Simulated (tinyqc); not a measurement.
One point for the whole zone: special k points of the simple cubic lattice.

Lattice vectors in units of a: a1 = (1, 0, 0), a2 = (0, 1, 0), a3 = (0, 0, 1); reciprocal vectors b_i with a_i . b_j = 2 pi delta_ij. Mesh: k = sum_i f_i b_i with f_i = (2 j_i + shift)/(2 N), j_i = 0 .. N-1. The point group of the lattice has 48 operations; only those that map the mesh onto itself are used.

A_m(k) = sum over the m-th star of lattice vectors R of cos(k . R), stars in order of length: m = 1: |R|^2 = 1, 6 vectors, such as (1, 0, 0) in the basis a_i; m = 2: |R|^2 = 2, 12 vectors, such as (1, 1, 0) in the basis a_i; m = 3: |R|^2 = 3, 8 vectors, such as (1, 1, 1) in the basis a_i; m = 4: |R|^2 = 4, 6 vectors, such as (2, 0, 0) in the basis a_i; m = 5: |R|^2 = 5, 24 vectors, such as (2, 1, 0) in the basis a_i; m = 6: |R|^2 = 6, 24 vectors, such as (2, 1, 1) in the basis a_i. The zone mean of every A_m is zero.

Test function, the lower band of a two-band insulator: E(k) = -sqrt(D^2 + (e0 - t A_1(k))^2).
Inputs chosen for the exercise: D = 1 eV (half gap term); t = 0.99 eV (coupling); e0 = 2.9 eV (offset).

The mean-value (Baldereschi) point is taken at k = (2 pi/a) (0.25, 0.25, 0.25), that is f = (0.25, 0.25, 0.25); the reference is the mesh with N = 24.

Single points:
```
point                    A_1     A_2     A_3     A_4   E (eV)
Gamma                  6.000  12.000   8.000   6.000  -3.2002
mean-value point       0.000   0.000   0.000  -6.000  -3.0676
zone-face centre b1/2  2.000  -4.000  -8.000   6.000  -1.3588
```

reference mean = -3.4171 eV

How do the results move, and what explains it?

The mean-value point makes A_1, A_2 and A_3 vanish. Its error is +350 meV, against +217 meV at Gamma and +2058 meV at b1/2. E is not linear in A_1; its powers hold sums of nearest vectors and a non-zero mean, so this point is not exact. Gamma comes closer here only by chance, since none of its A_m vanish.

Program tinyqc; command `OMP_NUM_THREADS=1 python tinyqc.py 1682413 1682414 out.jsonl`; about 0.2 s on one thread of a shared Intel(R) Xeon(R) Processor @ 2.30GHz.
